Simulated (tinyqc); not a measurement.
Comparisons within one model: pair of shallow donors (hydrogen-like orbitals). A value that a table varies takes the place of the one given here.

Each donor has the orbital exp(-r/a); energy unit Ha* = q/(eps a), q = e^2/(4 pi eps0), so that a lone donor is bound by Ha*/2; x = R/a. One electron: S = (1 + x + x^2/3) exp(-x), j = 1/x - (1 + 1/x) exp(-2x), k = (1 + x) exp(-x); levels E(+/-) = -1/2 - (j +/- k)/(1 +/- S) in Ha*, without the repulsion of the ions, split by D = |E(-) - E(+)|. In six valleys the overlaps S and k are multiplied by v = [cos(K Rx) + cos(K Ry) + cos(K Rz)]/3, K = k0 (2 pi/a_lat), for isotropic envelopes and the symmetric valley state.

Two electrons, Heitler-London: with S' = (1 - x + x^2/3) exp(x), C = 1/x - exp(-2x)(1/x + 11/8 + 3x/4 + x^2/6), X = (1/5){exp(-2x)(25/8 - 23x/4 - 3x^2 - x^3/3) + (6/x)[S^2 (0.5772157 + ln x) + S'^2 Ei(-4x) - 2 S S' Ei(-2x)]}, Q = C - 2j + 1/x and A = X - 2 S k + S^2/x, the singlet and triplet lie at (Q +/- w A)/(1 +/- w S^2) from two lone donors, with the valley weight w = v^2; the exchange is J = triplet - singlet.

Constants: e^2/(4 pi eps0) = 14.39964547 eV angstrom.

Parameters, chosen for this exercise (near those of two donors in Si; not measured data):
```
symbol  value                                                                                                         unit         meaning
a       17.1                                                                                                          angstrom     orbital radius
eps     11.2                                                                                                                       dielectric constant
a_lat   5.431                                                                                                         angstrom     lattice constant
k0      0.854                                                                                                         2 pi/a_lat   valley position
sites   ((13, 0, 0), (14, 0, 0), (15, 0, 0), (16, 0, 0), (17, 0, 0), (18, 0, 0), (19, 0, 0), (20, 0, 0), (21, 0, 0))  a_lat        positions of the second donor
Ns      (0.037, 0.093, 0.22, 0.56, 1.3, 2.8, 5.6)                                                                     x 1e18/cm^3  donor densities
n       (16.25, 0.25, 0.25)                                                                                           a_lat        separation vector
```

## Lattice sites along [100]

D and J for each site, and for v = 1.

Results:
```
site        R (angstrom)      v  D (meV)  J (micro-eV)  J for v = 1
(13, 0, 0)          70.6  0.934     5.84      1.09e+03     1.25e+03
(14, 0, 0)          76.0  0.987     4.86           761          781
(15, 0, 0)          81.5  0.789     3.03           300          482
(16, 0, 0)          86.9  0.495     1.48          72.2          294
(17, 0, 0)          92.3  0.335    0.779          20.1          178
(18, 0, 0)          97.8  0.435    0.784          20.3          107
(19, 0, 0)         103.2  0.717    0.997          32.9         64.0
(20, 0, 0)         108.6  0.959     1.03          34.9         38.0
(21, 0, 0)         114.1  0.972    0.797          21.2         22.4
```

What can be read from the table?

Over these sites the envelope alone changes J by a factor 55.7, and the valley factor v^2 by 8.66; J runs from 20.1 at (17, 0, 0) to 1.09e+03 micro-eV at (13, 0, 0). Along [100] four valleys keep their phase, so v = (2 + cos)/3 stays between 1/3 and 1. J does not fall steadily with distance.

## From lone donors to an impurity band (impurity band of shallow donors (Hubbard estimate))

Donors on a simple cubic lattice of spacing R = N^(-1/3) (1/angstrom^3 = 1e24/cm^3), Ha* = q/(eps a), q = e^2/(4 pi eps0), x = R/a. Hopping t = Ha* (1 + x) exp(-x), band width B = 12 t, on-site repulsion U = (5/8) Ha*; the gap closes near B/U = 1.15. Valley factors and disorder are left out.

Results:
```
N (1e18/cm^3)  R (angstrom)  N^(1/3) a   t (meV)   B (meV)       B/U
0.037                 300.1      0.057  3.33e-05  0.000400  8.51e-06
0.093                 220.7      0.077   0.00259    0.0311  0.000662
0.22                  165.7      0.103    0.0499     0.599    0.0127
0.56                  121.3      0.141     0.505      6.06     0.129
1.3                    91.6      0.187      2.25      27.0     0.575
2.8                    70.9      0.241      6.11      73.3      1.56
5.6                    56.3      0.304      12.0       144      3.06
```

What does this show, and why?

B/U passes 1.15 between 1.3 and 2.8 x 1e18/cm^3; the root is x = 4.52, N^(1/3) a = 0.221, N = 2.2 x 1e18/cm^3, below the 3.5 that the empirical rule N^(1/3) a = 0.26 gives; the estimate is rough, since random positions, the overlap of the orbitals and screening are left out. While N grows by 151 times, t grows by 3.6e+05 times.

## What each parameter does

x, D = |E(-) - E(+)| and J. Each row changes one parameter from the base and keeps the others.

Results:
```
case                               x  D (meV)  J (micro-eV)
base                           5.162    1.095          39.6
a = 15.4 angstrom              5.732   0.7718          17.8
eps = 12.3                     5.162   0.9972          36.1
k0 = 0.834 2 pi/a_lat          5.162   0.4016          5.34
n = (17.25, 0.25, 0.25) a_lat  5.480   0.2457          2.00
```

What can be read from the table?

The largest shifts from the base row, up to three for each result and ties (the steps differ in size, so this ranks the rows, not the parameters). x: a +0.570, n +0.318; unchanged at the printed digits by eps and k0. D (meV): n -0.849, k0 -0.694, a -0.323. J (micro-eV): n -37.6, k0 -34.3, a -21.9.

tinyqc: `OMP_NUM_THREADS=1 python tinyqc.py 1250241 1250242 out.jsonl`; about 0.01 s, one thread, shared Intel(R) Xeon(R) Processor @ 2.30GHz.
